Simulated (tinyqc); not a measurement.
Worked calculation (part 1 of 2): RKS/B3LYP (VWN-RPA form) in the sto-6g basis, for BeH+, spin multiplicity 1. Computed by tinyqc, a small Python program that keeps every step (integrals from PySCF). Settings: charge = 1, multiplicity = 1, basis = sto-6g, energy threshold = 1e-08, iteration cap = 63, orthogonalisation = canonical, start = atomic densities, DIIS depth = 0, damping = 0.7, method = RKS, functional = b3lyp, grid = [10, 50]. Command: `OMP_NUM_THREADS=1 python tinyqc.py 30987 30988 out.jsonl` (the two numbers bound the seeds that draw the settings). One thread of a shared host (Intel(R) Xeon(R) Processor @ 2.60GHz), about 0.7 s of CPU time with the checks. Later iterations appear only in the table of the cycle.

## One-electron integrals

Geometry (angstrom):
```
atom        x        y        z
Be    0.00000  0.00000  0.00000
H     0.00000  0.00000  1.34800
```

Basis sto-6g: exponents (1/bohr^2) and contraction coefficients of normalised primitives:
```
element  l (shell)   exponent  coefficient
Be           s (1)  312.87049      0.00916
Be           s (1)   57.36446      0.04936
Be           s (1)   16.04851      0.16854
Be           s (1)    5.51310      0.37056
Be           s (1)    2.14090      0.41649
Be           s (1)    0.88174      0.13033
Be           s (2)   13.63325     -0.01325
Be           s (2)    2.69838     -0.04699
Be           s (2)    0.83865     -0.03379
Be           s (2)    0.32266      0.25024
Be           s (2)    0.14013      0.59512
Be           s (2)    0.06423      0.24071
Be           p (3)   13.63325      0.00376
Be           p (3)    2.69838      0.03768
Be           p (3)    0.83865      0.17390
Be           p (3)    0.32266      0.41804
Be           p (3)    0.14013      0.42586
Be           p (3)    0.06423      0.10171
H            s (1)   35.52322      0.00916
H            s (1)    6.51314      0.04936
H            s (1)    1.82214      0.16854
H            s (1)    0.62596      0.37056
H            s (1)    0.24308      0.41649
H            s (1)    0.10011      0.13033
```

Overlap, kinetic and nuclear-attraction integrals over the contracted functions; the nuclear repulsion is the sum of Za Zb / Rab.

nuclear repulsion = 1.5702588 hartree

overlap S, order 1Be 1s, 1Be 2s, 1Be 2px, 1Be 2py, 1Be 2pz, 2H 1s:
```
[[1.00000, 0.25476, 0.00000, 0.00000, 0.00000, 0.07082],
 [0.25476, 1.00000, 0.00000, 0.00000, 0.00000, 0.45747],
 [0.00000, 0.00000, 1.00000, 0.00000, 0.00000, 0.00000],
 [0.00000, 0.00000, 0.00000, 1.00000, 0.00000, 0.00000],
 [0.00000, 0.00000, 0.00000, 0.00000, 1.00000, 0.52286],
 [0.07082, 0.45747, 0.00000, 0.00000, 0.52286, 1.00000]]
```

kinetic energy T (hartree), order 1Be 1s, 1Be 2s, 1Be 2px, 1Be 2py, 1Be 2pz, 2H 1s:
```
[[6.76875, -0.20738, 0.00000, 0.00000, 0.00000, -0.01398],
 [-0.20738, 0.22012, 0.00000, 0.00000, 0.00000, 0.06779],
 [0.00000, 0.00000, 0.66127, 0.00000, 0.00000, 0.00000],
 [0.00000, 0.00000, 0.00000, 0.66127, 0.00000, 0.00000],
 [0.00000, 0.00000, 0.00000, 0.00000, 0.66127, 0.19039],
 [-0.01398, 0.06779, 0.00000, 0.00000, 0.19039, 0.76852]]
```

nuclear attraction V (hartree), order 1Be 1s, 1Be 2s, 1Be 2px, 1Be 2py, 1Be 2pz, 2H 1s:
```
[[-15.10736, -1.75074, 0.00000, 0.00000, -0.01872, -0.53956],
 [-1.75074, -2.66760, 0.00000, 0.00000, -0.14724, -1.24054],
 [0.00000, 0.00000, -2.62916, 0.00000, 0.00000, 0.00000],
 [0.00000, 0.00000, 0.00000, -2.62916, 0.00000, 0.00000],
 [-0.01872, -0.14724, 0.00000, 0.00000, -2.74419, -1.41004],
 [-0.53956, -1.24054, 0.00000, 0.00000, -1.41004, -2.79803]]
```

core Hamiltonian H = T + V (hartree), order 1Be 1s, 1Be 2s, 1Be 2px, 1Be 2py, 1Be 2pz, 2H 1s:
```
[[-8.33860, -1.95812, 0.00000, 0.00000, -0.01872, -0.55354],
 [-1.95812, -2.44748, 0.00000, 0.00000, -0.14724, -1.17275],
 [0.00000, 0.00000, -1.96789, 0.00000, 0.00000, 0.00000],
 [0.00000, 0.00000, 0.00000, -1.96789, 0.00000, 0.00000],
 [-0.01872, -0.14724, 0.00000, 0.00000, -2.08292, -1.21965],
 [-0.55354, -1.17275, 0.00000, 0.00000, -1.21965, -2.02951]]
```

## Two-electron integrals

Functions are numbered as in S; the eight-fold symmetry (ij|kl) = (ji|kl) = (kl|ij) leaves the list below.

Two-electron integrals (ij|kl) in chemists' order, unique and non-zero (hartree):
```
(11|11) 2.30000   (21|11) 0.36188   (21|21) 0.07193   (22|11) 0.57033
(22|21) 0.13965   (22|22) 0.41777   (31|31) 0.01525   (32|31) 0.02255
(32|32) 0.09234   (33|11) 0.57033   (33|21) 0.13965   (33|22) 0.41777
(33|33) 0.45012   (41|41) 0.01525   (42|41) 0.02255   (42|42) 0.09234
(43|43) 0.02426   (44|11) 0.57033   (44|21) 0.13965   (44|22) 0.41777
(44|33) 0.40160   (44|44) 0.45012   (51|51) 0.01525   (52|51) 0.02255
(52|52) 0.09234   (53|53) 0.02426   (54|54) 0.02426   (55|11) 0.57033
(55|21) 0.13965   (55|22) 0.41777   (55|33) 0.40160   (55|44) 0.40160
(55|55) 0.45012   (61|11) 0.10394   (61|21) 0.02003   (61|22) 0.03863
(61|33) 0.03831   (61|44) 0.03831   (61|51) 0.00198   (61|52) 0.00379
(61|55) 0.03926   (61|61) 0.00590   (62|11) 0.22408   (62|21) 0.05559
(62|22) 0.17811   (62|33) 0.17170   (62|44) 0.17170   (62|51) 0.00778
(62|52) 0.04383   (62|55) 0.19094   (62|61) 0.01703   (62|62) 0.10861
(63|31) 0.00568   (63|32) 0.02503   (63|53) 0.00784   (63|63) 0.01067
(64|41) 0.00568   (64|42) 0.02503   (64|54) 0.00784   (64|64) 0.01067
(65|11) 0.23265   (65|21) 0.05851   (65|22) 0.19612   (65|33) 0.18463
(65|44) 0.18463   (65|51) 0.01269   (65|52) 0.06863   (65|55) 0.21910
(65|61) 0.01889   (65|62) 0.13664   (65|65) 0.17859   (66|11) 0.38905
(66|21) 0.09854   (66|22) 0.35038   (66|33) 0.32506   (66|44) 0.32506
(66|51) 0.01710   (66|52) 0.12053   (66|55) 0.40101   (66|61) 0.03140
(66|62) 0.26579   (66|65) 0.35636   (66|66) 0.77500
```

## Orthogonalisation

S = U s U^T; canonical form X = U s^(-1/2), so that X^T S X = 1. Each column of U has its largest component positive (the first on a tie).

eigenvalues of S: [0.29779, 0.79687, 1.00000, 1.00000, 1.16893, 1.73640]

X, order 1Be 1s, 1Be 2s, 1Be 2px, 1Be 2py, 1Be 2pz, 2H 1s:
```
[[0.19827, 0.80308, 0.00000, 0.00000, 0.59736, 0.18156],
 [-0.89966, -0.58864, 0.00000, 0.00000, 0.44309, 0.38198],
 [0.00000, 0.00000, -0.67448, 0.73829, 0.00000, 0.00000],
 [0.00000, 0.00000, 0.73829, 0.67448, 0.00000, 0.00000],
 [-0.94605, 0.47845, 0.00000, 0.00000, -0.52320, 0.36479],
 [1.27055, -0.18587, 0.00000, 0.00000, -0.16904, 0.51377]]
```

Within a degenerate level the vectors are fixed only up to a rotation; this is one choice.

## Starting guess

The start is atomic minimal-basis densities projected into this basis (PySCF's MINAO start) and scaled to the electron count of each spin; this density is not idempotent, so its energy is not variational and may lie below the converged one.

D at the start, order 1Be 1s, 1Be 2s, 1Be 2px, 1Be 2py, 1Be 2pz, 2H 1s:
```
[[1.72182, -0.41587, 0.00000, 0.00000, 0.01027, -0.02451],
 [-0.41587, 1.64966, 0.00000, 0.00000, -0.02343, 0.11689],
 [0.00000, 0.00000, 0.00000, 0.00000, 0.00000, 0.00000],
 [0.00000, 0.00000, 0.00000, 0.00000, 0.00000, 0.00000],
 [0.01027, -0.02343, 0.00000, 0.00000, 0.00179, 0.03008],
 [-0.02451, 0.11689, 0.00000, 0.00000, 0.03008, 0.70370]]
```

## Iteration 1: exchange-correlation on the grid

Becke grid with 10 radial and 50 angular points per atom, points of zero weight dropped. rho = sum D_ij phi_i phi_j; V_xc,ij = sum w v_xc phi_i phi_j plus the gradient terms; v_xc is d(rho eps)/d rho at fixed gradient. Exact exchange is left to K.

The 16 grid points with the largest w rho, of 994 (bohr, atomic units):
```
x                y        z        w      rho  |grad rho|^2    eps_xc      v_xc
0.00000    1.30970  1.30970  0.84920  0.02365       0.00067  -0.21176  -0.25666
1.30970    0.00000  1.30970  0.84920  0.02365       0.00067  -0.21176  -0.25666
-1.30970   0.00000  1.30970  0.84920  0.02365       0.00067  -0.21176  -0.25666
0.00000   -1.30970  1.30970  0.84920  0.02365       0.00067  -0.21176  -0.25666
-0.55846   0.55846  1.67537  0.43766  0.04509       0.00364  -0.25879  -0.31332
0.55846   -0.55846  1.67537  0.43766  0.04509       0.00364  -0.25879  -0.31332
0.55846    0.55846  1.67537  0.43766  0.04509       0.00364  -0.25879  -0.31332
-0.55846  -0.55846  1.67537  0.43766  0.04509       0.00364  -0.25879  -0.31332
-0.35779   0.00000  0.35779  0.02931  0.62308      21.05223  -0.66841  -0.69598
0.00000   -0.35779  0.35779  0.02931  0.62308      21.05223  -0.66841  -0.69598
0.00000    0.35779  0.35779  0.02931  0.62308      21.05223  -0.66841  -0.69598
0.35779    0.00000  0.35779  0.02931  0.62308      21.05223  -0.66841  -0.69598
0.35779    0.35779  0.00000  0.02931  0.62044      21.04225  -0.66826  -0.69531
0.35779   -0.35779  0.00000  0.02931  0.62044      21.04225  -0.66826  -0.69531
-0.35779  -0.35779  0.00000  0.02931  0.62044      21.04225  -0.66826  -0.69531
-0.35779   0.35779  0.00000  0.02931  0.62044      21.04225  -0.66826  -0.69531
```

electrons on the grid, sum of w rho = 4.00581

E_xc = sum of w rho eps_xc = -1.9949210 hartree

V_xc (hartree), order 1Be 1s, 1Be 2s, 1Be 2px, 1Be 2py, 1Be 2pz, 2H 1s:
```
[[-1.14656, -0.14900, 0.00000, 0.00000, -0.00061, -0.04480],
 [-0.14900, -0.24531, 0.00000, 0.00000, -0.01567, -0.13144],
 [0.00000, 0.00000, -0.23755, 0.00000, 0.00000, 0.00000],
 [0.00000, 0.00000, 0.00000, -0.23755, 0.00000, 0.00000],
 [-0.00061, -0.01567, 0.00000, 0.00000, -0.26013, -0.15959],
 [-0.04480, -0.13144, 0.00000, 0.00000, -0.15959, -0.34961]]
```

## Iteration 1: building the Kohn-Sham matrix

J_ij = sum D_kl (ij|kl), K_ij = sum D_kl (ik|jl); F = H + J - 0.1 K + V_xc; E = tr D H + tr D J / 2 - 0.05 tr D K + E_xc + E_nn.

Coulomb J (hartree), order 1Be 1s, 1Be 2s, 1Be 2px, 1Be 2py, 1Be 2pz, 2H 1s:
```
[[4.93612, 0.87878, 0.00000, 0.00000, 0.01378, 0.25288],
 [0.87878, 1.85389, 0.00000, 0.00000, 0.09514, 0.85169],
 [0.00000, 0.00000, 1.83387, 0.00000, 0.00000, 0.00000],
 [0.00000, 0.00000, 0.00000, 1.83387, 0.00000, 0.00000],
 [0.01378, 0.09514, 0.00000, 0.00000, 1.89392, 0.96542],
 [0.25288, 0.85169, 0.00000, 0.00000, 0.96542, 1.78873]]
```

exchange K (hartree), order 1Be 1s, 1Be 2s, 1Be 2px, 1Be 2py, 1Be 2pz, 2H 1s:
```
[[3.78173, 0.60378, 0.00000, 0.00000, 0.01861, 0.19703],
 [0.60378, 0.81502, 0.00000, 0.00000, 0.12010, 0.52987],
 [0.00000, 0.00000, 0.17343, 0.00000, 0.00000, 0.00000],
 [0.00000, 0.00000, 0.00000, 0.17343, 0.00000, 0.00000],
 [0.01861, 0.12010, 0.00000, 0.00000, 0.31491, 0.36313],
 [0.19703, 0.52987, 0.00000, 0.00000, 0.36313, 0.79687]]
```

Kohn-Sham matrix F (hartree), order 1Be 1s, 1Be 2s, 1Be 2px, 1Be 2py, 1Be 2pz, 2H 1s:
```
[[-4.92722, -1.28872, 0.00000, 0.00000, -0.00742, -0.36516],
 [-1.28872, -0.92040, 0.00000, 0.00000, -0.07977, -0.50549],
 [0.00000, 0.00000, -0.38891, 0.00000, 0.00000, 0.00000],
 [0.00000, 0.00000, 0.00000, -0.38891, 0.00000, 0.00000],
 [-0.00742, -0.07977, 0.00000, 0.00000, -0.48062, -0.45014],
 [-0.36516, -0.50549, 0.00000, 0.00000, -0.45014, -0.67007]]
```

total energy of this density = -13.1745678 hartree

This density is the starting one; it is not idempotent, so its energy is not variational and may lie below the converged one.

## Iteration 1: diagonalisation and new density

Diagonalise F' = X^T F X, C = X C', fill 2 alpha and 2 beta electrons from the bottom; D = 2 C_occ C_occ^T; the new density keeps 0.7 of the old one (damping). Each column has its largest component positive (the first on a tie).

F' = X^T F X (hartree):
```
[[-0.06998, -0.23822, 0.00000, 0.00000, -0.12954, -0.08690],
 [-0.23822, -2.29375, 0.00000, 0.00000, -1.99624, -0.81894],
 [0.00000, 0.00000, -0.38891, 0.00000, 0.00000, 0.00000],
 [0.00000, 0.00000, 0.00000, -0.38891, 0.00000, 0.00000],
 [-0.12954, -1.99624, 0.00000, 0.00000, -2.66036, -0.97037],
 [-0.08690, -0.81894, 0.00000, 0.00000, -0.97037, -1.17476]]
```

orbital energies (hartree): [-4.92751, -0.75209, -0.48280, -0.38891, -0.38891, -0.03644]

coefficients C, order 1Be 1s, 1Be 2s, 1Be 2px, 1Be 2py, 1Be 2pz, 2H 1s:
```
[[0.99780, -0.17790, -0.19030, 0.00000, 0.00000, 0.10289],
 [0.00876, 0.52329, 0.82306, 0.00000, 0.00000, -0.73945],
 [0.00000, 0.00000, 0.00000, -0.49396, 0.86949, 0.00000],
 [0.00000, 0.00000, 0.00000, 0.86949, 0.49396, 0.00000],
 [0.00227, 0.26092, -0.55277, 0.00000, 0.00000, -1.07569],
 [-0.00093, 0.53445, -0.33110, 0.00000, 0.00000, 1.24343]]
```

D after iteration 1, order 1Be 1s, 1Be 2s, 1Be 2px, 1Be 2py, 1Be 2pz, 2H 1s:
```
[[1.82162, -0.34172, 0.00000, 0.00000, -0.01930, -0.07476],
 [-0.34172, 1.31910, 0.00000, 0.00000, 0.06553, 0.24962],
 [0.00000, 0.00000, 0.00000, 0.00000, 0.00000, 0.00000],
 [0.00000, 0.00000, 0.00000, 0.00000, 0.00000, 0.00000],
 [-0.01930, 0.06553, 0.00000, 0.00000, 0.04211, 0.10472],
 [-0.07476, 0.24962, 0.00000, 0.00000, 0.10472, 0.66397]]
```

Within a degenerate level the vectors are fixed only up to a rotation; this is one choice.

## Iteration 2: exchange-correlation on the grid

As before.

The 16 grid points with the largest w rho, of 994 (bohr, atomic units):
```
x                y         z        w      rho  |grad rho|^2    eps_xc      v_xc
-0.55846  -0.55846   1.67537  0.43766  0.05341       0.00491  -0.27134  -0.33085
-0.55846   0.55846   1.67537  0.43766  0.05341       0.00491  -0.27134  -0.33085
0.55846    0.55846   1.67537  0.43766  0.05341       0.00491  -0.27134  -0.33085
0.55846   -0.55846   1.67537  0.43766  0.05341       0.00491  -0.27134  -0.33085
-1.30970   0.00000   1.30970  0.84920  0.02664       0.00100  -0.22049  -0.26596
0.00000   -1.30970   1.30970  0.84920  0.02664       0.00100  -0.22049  -0.26596
0.00000    1.30970   1.30970  0.84920  0.02664       0.00100  -0.22049  -0.26596
1.30970    0.00000   1.30970  0.84920  0.02664       0.00100  -0.22049  -0.26596
0.00000    0.35779   0.35779  0.02931  0.66625      23.75772  -0.67896  -0.70910
0.00000   -0.35779   0.35779  0.02931  0.66625      23.75772  -0.67896  -0.70910
0.35779    0.00000   0.35779  0.02931  0.66625      23.75772  -0.67896  -0.70910
-0.35779   0.00000   0.35779  0.02931  0.66625      23.75772  -0.67896  -0.70910
0.35779    0.00000  -0.35779  0.02931  0.66546      24.20465  -0.68026  -0.70921
-0.35779   0.00000  -0.35779  0.02931  0.66546      24.20465  -0.68026  -0.70921
0.00000   -0.35779  -0.35779  0.02931  0.66546      24.20465  -0.68026  -0.70921
0.00000    0.35779  -0.35779  0.02931  0.66546      24.20465  -0.68026  -0.70921
```

electrons on the grid, sum of w rho = 4.00685

E_xc = sum of w rho eps_xc = -2.1074584 hartree

V_xc (hartree), order 1Be 1s, 1Be 2s, 1Be 2px, 1Be 2py, 1Be 2pz, 2H 1s:
```
[[-1.16582, -0.15004, 0.00000, 0.00000, -0.00210, -0.04554],
 [-0.15004, -0.23909, 0.00000, 0.00000, -0.02627, -0.13440],
 [0.00000, 0.00000, -0.22980, 0.00000, 0.00000, 0.00000],
 [0.00000, 0.00000, 0.00000, -0.22980, 0.00000, 0.00000],
 [-0.00210, -0.02627, 0.00000, 0.00000, -0.25694, -0.16546],
 [-0.04554, -0.13440, 0.00000, 0.00000, -0.16546, -0.35776]]
```

## Iteration 2: building the Kohn-Sham matrix

As before.

Coulomb J (hartree), order 1Be 1s, 1Be 2s, 1Be 2px, 1Be 2py, 1Be 2pz, 2H 1s:
```
[[5.12212, 0.90259, 0.00000, 0.00000, 0.01997, 0.26110],
 [0.90259, 1.86903, 0.00000, 0.00000, 0.12695, 0.87542],
 [0.00000, 0.00000, 1.84598, 0.00000, 0.00000, 0.00000],
 [0.00000, 0.00000, 0.00000, 1.84598, 0.00000, 0.00000],
 [0.01997, 0.12695, 0.00000, 0.00000, 1.91512, 0.99966],
 [0.26110, 0.87542, 0.00000, 0.00000, 0.99966, 1.85277]]
```

exchange K (hartree), order 1Be 1s, 1Be 2s, 1Be 2px, 1Be 2py, 1Be 2pz, 2H 1s:
```
[[4.03672, 0.64269, 0.00000, 0.00000, 0.01532, 0.20353],
 [0.64269, 0.75246, 0.00000, 0.00000, 0.20315, 0.56600],
 [0.00000, 0.00000, 0.15557, 0.00000, 0.00000, 0.00000],
 [0.00000, 0.00000, 0.00000, 0.15557, 0.00000, 0.00000],
 [0.01532, 0.20315, 0.00000, 0.00000, 0.34996, 0.44151],
 [0.20353, 0.56600, 0.00000, 0.00000, 0.44151, 0.88429]]
```

Kohn-Sham matrix F (hartree), order 1Be 1s, 1Be 2s, 1Be 2px, 1Be 2py, 1Be 2pz, 2H 1s:
```
[[-4.78598, -1.26984, 0.00000, 0.00000, -0.00239, -0.35834],
 [-1.26984, -0.89279, 0.00000, 0.00000, -0.06687, -0.48834],
 [0.00000, 0.00000, -0.36727, 0.00000, 0.00000, 0.00000],
 [0.00000, 0.00000, 0.00000, -0.36727, 0.00000, 0.00000],
 [-0.00239, -0.06687, 0.00000, 0.00000, -0.45973, -0.42961],
 [-0.35834, -0.48834, 0.00000, 0.00000, -0.42961, -0.62292]]
```

total energy of this density = -13.7165684 hartree

This density is a damped mixture and is not idempotent, and it still holds part of the atomic start, so its energy may lie below the converged one.

## Iteration 2: diagonalisation and new density

As before.

F' = X^T F X (hartree):
```
[[-0.01909, -0.22642, 0.00000, 0.00000, -0.12794, -0.07659],
 [-0.22642, -2.20987, 0.00000, 0.00000, -1.93437, -0.80031],
 [0.00000, 0.00000, -0.36727, 0.00000, 0.00000, 0.00000],
 [0.00000, 0.00000, 0.00000, -0.36727, 0.00000, 0.00000],
 [-0.12794, -1.93437, 0.00000, 0.00000, -2.59692, -0.95461],
 [-0.07659, -0.80031, 0.00000, 0.00000, -0.95461, -1.12827]]
```

orbital energies (hartree): [-4.78664, -0.71167, -0.46535, -0.36727, -0.36727, 0.00951]

coefficients C, order 1Be 1s, 1Be 2s, 1Be 2px, 1Be 2py, 1Be 2pz, 2H 1s:
```
[[0.99656, -0.18377, -0.18825, 0.00000, 0.00000, 0.10823],
 [0.01369, 0.53980, 0.79245, 0.00000, 0.00000, -0.76064],
 [0.00000, 0.00000, 0.00000, 0.79481, -0.60686, 0.00000],
 [0.00000, 0.00000, 0.00000, 0.60686, 0.79481, 0.00000],
 [0.00160, 0.26050, -0.58933, 0.00000, 0.00000, -1.05621],
 [-0.00176, 0.52123, -0.29982, 0.00000, 0.00000, 1.25690]]
```

D after iteration 2, order 1Be 1s, 1Be 2s, 1Be 2px, 1Be 2py, 1Be 2pz, 2H 1s:
```
[[1.89128, -0.29054, 0.00000, 0.00000, -0.04127, -0.11085],
 [-0.29054, 1.09832, 0.00000, 0.00000, 0.13026, 0.34354],
 [0.00000, 0.00000, 0.00000, 0.00000, 0.00000, 0.00000],
 [0.00000, 0.00000, 0.00000, 0.00000, 0.00000, 0.00000],
 [-0.04127, 0.13026, 0.00000, 0.00000, 0.07019, 0.15477],
 [-0.11085, 0.34354, 0.00000, 0.00000, 0.15477, 0.62779]]
```

Within a degenerate level the vectors are fixed only up to a rotation; this is one choice.

## Iteration 52 (converged): orbitals

converged F (hartree), order 1Be 1s, 1Be 2s, 1Be 2px, 1Be 2py, 1Be 2pz, 2H 1s:
```
[[-4.44945, -1.22578, 0.00000, 0.00000, 0.01071, -0.34174],
 [-1.22578, -0.82261, 0.00000, 0.00000, -0.04765, -0.45124],
 [0.00000, 0.00000, -0.31063, 0.00000, 0.00000, 0.00000],
 [0.00000, 0.00000, 0.00000, -0.31063, 0.00000, 0.00000],
 [0.01071, -0.04765, 0.00000, 0.00000, -0.39866, -0.38549],
 [-0.34174, -0.45124, 0.00000, 0.00000, -0.38549, -0.52609]]
```

Diagonalise F' = X^T F X, C = X C', fill 2 alpha and 2 beta electrons from the bottom; D = 2 C_occ C_occ^T. Each column has its largest component positive (the first on a tie).

F' = X^T F X (hartree):
```
[[0.09151, -0.20008, 0.00000, 0.00000, -0.11791, -0.05950],
 [-0.20008, -1.99829, 0.00000, 0.00000, -1.79780, -0.75216],
 [0.00000, 0.00000, -0.31063, 0.00000, 0.00000, 0.00000],
 [0.00000, 0.00000, 0.00000, -0.31063, 0.00000, 0.00000],
 [-0.11791, -1.79780, 0.00000, 0.00000, -2.43845, -0.91577],
 [-0.05950, -0.75216, 0.00000, 0.00000, -0.91577, -1.02586]]
```

orbital energies (hartree): [-4.45182, -0.62423, -0.40820, -0.31063, -0.31063, 0.11317]

coefficients C, order 1Be 1s, 1Be 2s, 1Be 2px, 1Be 2py, 1Be 2pz, 2H 1s:
```
[[0.99316, -0.19394, -0.19094, 0.00000, 0.00000, 0.11670],
 [0.02676, 0.55641, 0.75309, 0.00000, 0.00000, -0.78783],
 [0.00000, 0.00000, 0.00000, 0.24770, 0.96884, 0.00000],
 [0.00000, 0.00000, 0.00000, 0.96884, -0.24770, 0.00000],
 [-0.00044, 0.25978, -0.63536, 0.00000, 0.00000, -1.02936],
 [-0.00389, 0.50775, -0.25567, 0.00000, 0.00000, 1.27208]]
```

D after iteration 52, order 1Be 1s, 1Be 2s, 1Be 2px, 1Be 2py, 1Be 2pz, 2H 1s:
```
[[2.04795, -0.16266, 0.00000, 0.00000, -0.10164, -0.20467],
 [-0.16266, 0.62062, 0.00000, 0.00000, 0.28907, 0.56483],
 [0.00000, 0.00000, 0.00000, 0.00000, 0.00000, 0.00000],
 [0.00000, 0.00000, 0.00000, 0.00000, 0.00000, 0.00000],
 [-0.10164, 0.28907, 0.00000, 0.00000, 0.13497, 0.26381],
 [-0.20467, 0.56483, 0.00000, 0.00000, 0.26381, 0.51566]]
```

Within a degenerate level the vectors are fixed only up to a rotation; this is one choice.
